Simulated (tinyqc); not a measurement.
Delay unit and parasitic delay from two ring oscillators.

Question. A ring of 11 inverters oscillates at 1/(2 x 11 d), with stage delay d = tau (h + p) for fan-out h. Find tau, p and the delay at fan-out 4.

frequencies of 11-stage ring oscillators with fan-out 2 and 6 (GHz): [1.7941828, 0.85482009]

Solution. d is a straight line in h with slope tau and intercept tau p.

tau = 6.96 ps
p = 1.64
delay at fan-out 4 = 39.3 ps

Program tinyqc, `OMP_NUM_THREADS=1 python tinyqc.py 2082068 2082069 out.jsonl`; Intel Xeon 2.30GHz, shared host, one thread, about 0.01 s.
